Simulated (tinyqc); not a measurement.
Comparisons within one model: band offset from the macroscopic average of a supercell potential. A value that a table varies takes the place of the one given here.

A model of the planar-averaged electrostatic energy of an electron in a periodic cell of N1 periods of A (L1 = N1 n1 h) and N2 periods of B (L2 = N2 n2 h), on z_j = j h: V(z) = f VA + (1 - f) VB + F t(z), VA = V1[0] + V1[1] cos(2 pi z/(n1 h)) + V1[2] cos(4 pi z/(n1 h)), VB the same with V2, n2 and z - L1. f = [tanh(z/w) - tanh((z - L1)/w) + tanh((z - L1 - L2)/w)]/2 + 1/2; t(z) = z - L1/2 in A and (L1/L2)(L1 + L2/2 - z) beyond, so that the cell is periodic.

Running mean over n points, periodic: for odd n the plain mean of the n points centred on j; for even n the n + 1 points with half weight at both ends. The macroscopic average applies the mean over n1 points and then over n2 points.

dEv = Ev(A) - Ev(B) = Ev1 - (dV + Ev2); dEc = Ec(B) - Ec(A) = Eg2 - Eg1 - dEv. The correction of a gap, c = Eg[1] - Eg[0], lowers the valence top by fv c and leaves dV, a ground-state quantity, as it is. Type I: dEv and dEc of one sign; II: opposite signs; III: no overlap of the gaps.

Parameters, chosen for this exercise (gaps near those of InAs and GaSb; not measured data): h = 0.35 angstrom (grid step); n1 = 5 (grid points per period of A); n2 = 7 (grid points per period of B); V1 = (-9.94, 2.66, -0.21) eV (mean and two harmonics of the potential in A); V2 = (-5.7, 2.05, 0.28) eV (the same in B); w = 0.35 angstrom (width of the interfaces); N1 = 5 (periods of A); N2 = 4 (periods of B); F = 0 eV/angstrom (slope in A from opposite charges on the two interfaces); Ev1 = 4.95 eV (valence top of bulk A above its mean potential); Eg1 = (0.05, 0.43) eV (gap of A: semi-local value, corrected value); Ev2 = 1.69 eV (valence top of bulk B above its mean potential); Eg2 = (0.1, 0.81) eV (gap of B: semi-local value, corrected value).

## How thick the regions must be

N1 = N2 = N, no slope (F = 0); dV is read at j = floor(N n1/2) and N n1 + floor(N n2/2). The exact value is V2[0] - V1[0].

Results:
```
N  L1 (angstrom)  dV (eV)  error (meV)
1           1.75   1.6813     -2558.71
2           3.50   4.1000      -139.97
3           5.25   4.2348        -5.19
4           7.00   4.2400        -0.01
5           8.75   4.2400         0.00
6          10.50   4.2400         0.00
```

What does this show, and why?

The error is below 10 meV from N = 3 on. The two windows together span 4.20 angstrom and must fit between the interface tails, which fall as exp(-2 z/w); the errors at N = 2, 3 and 4 are -139.97, -5.19 and -0.01 meV.

## The choice of windows

dV read at j = 12 and 39 after means over the numbers of points listed; ripple is the spread over the five points around each.

Results:
```
windows  dV (eV)  ripple in A (meV)  ripple in B (meV)
none       8.787               4667               3038
5 only     4.909                  0                770
7 only     3.748               1125                  0
6 only     4.232                656                321
6, 8       4.250                106                 47
5, 7       4.240                  0                  0
```

Which rows can be used, and how does a wrong window show?

The last row matches both periods and lies 0 meV from the value of a thick cell, V2[0] - V1[0] = 4.240 eV. Against it the raw potential errs by +4.55 eV. Within 20 meV of it lie: 6 only and 6, 8. A window one point too long leaves a ripple of 656 meV in A, against 0 meV in the last row: the ripple is the sign to look for. Rows to use, with under 30 meV of ripple in both regions once the tilt is taken off: 5, 7. A row with a large ripple can hit the right value only by chance.

## Where the gap correction goes

dV = B - A = 4.2400 eV

fv1 and fv2 are varied.

Offsets (eV):
```
fv1  fv2     dEv    dEc
0.0  0.0  -0.980  1.360
0.5  0.5  -0.815  1.195
1.0  1.0  -0.650  1.030
0.0  1.0  -0.270  0.650
1.0  0.0  -1.360  1.740
0.3  0.7  -0.597  0.977
```

How do the results move?

dEv + dEc = 0.380 eV in every row, but dEv alone spans 1.09 eV, the sum of the two corrections. A scissor on the conduction bands alone (first row) keeps the semi-local dEv; with equal shares fv the shift is fv times the difference of the corrections, +0.33 eV, against their sum of 1.09 eV: with like shares the error cancels only in part.

tinyqc: `OMP_NUM_THREADS=1 python tinyqc.py 1850923 1850924 out.jsonl`; about 0.01 s, one thread, shared Intel(R) Xeon(R) Processor @ 2.30GHz.
